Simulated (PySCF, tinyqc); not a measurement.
Inside a calculation. Method: FCI on RHF in the sto-3g basis, for H4, spin multiplicity 1. The lowest restricted solution is unstable here: a spin-polarised one lies 0.1676 hartree lower (PySCF). One step of it, computed by the program tinyqc.

Question. Iteration 3 (converged): orbitals. Diagonalise F' = X^T F X, C = X C', fill 2 alpha and 2 beta electrons from the bottom; D = 2 C_occ C_occ^T. Each column has its largest component positive (the first on a tie).

converged F (hartree):
```
           1H 1s      2H 1s      3H 1s      4H 1s
1H 1s  -0.124295  -0.270573  -0.054476  -0.034023
2H 1s  -0.270573  -0.124295  -0.034023  -0.054476
3H 1s  -0.054476  -0.034023  -0.124295  -0.270573
4H 1s  -0.034023  -0.054476  -0.270573  -0.124295
```

X:
```
               1          2          3         4
1H 1s   0.581342   0.544812   0.476940  0.435365
2H 1s  -0.581342  -0.544812   0.476940  0.435365
3H 1s  -0.581342   0.544812  -0.476940  0.435365
4H 1s   0.581342  -0.544812  -0.476940  0.435365
```

Give: F' = X^T F X; orbital energies; coefficients C; D after iteration 3.

Answer.

F' = X^T F X (hartree):
```
        1       2        3        4
1  0.2254  0.0000   0.0000   0.0000
2  0.0000  0.1494   0.0000   0.0000
3  0.0000  0.0000  -0.2788   0.0000
4  0.0000  0.0000   0.0000  -0.3665
```

orbital energies (hartree): MO1 -0.3665, MO2 -0.2788, MO3 0.1494, MO4 0.2254

coefficients C:
```
          MO1      MO2      MO3      MO4
1H 1s  0.4354   0.4769   0.5448   0.5813
2H 1s  0.4354   0.4769  -0.5448  -0.5813
3H 1s  0.4354  -0.4769   0.5448  -0.5813
4H 1s  0.4354  -0.4769  -0.5448   0.5813
```

D after iteration 3:
```
         1H 1s    2H 1s    3H 1s    4H 1s
1H 1s   0.8340   0.8340  -0.0759  -0.0759
2H 1s   0.8340   0.8340  -0.0759  -0.0759
3H 1s  -0.0759  -0.0759   0.8340   0.8340
4H 1s  -0.0759  -0.0759   0.8340   0.8340
```
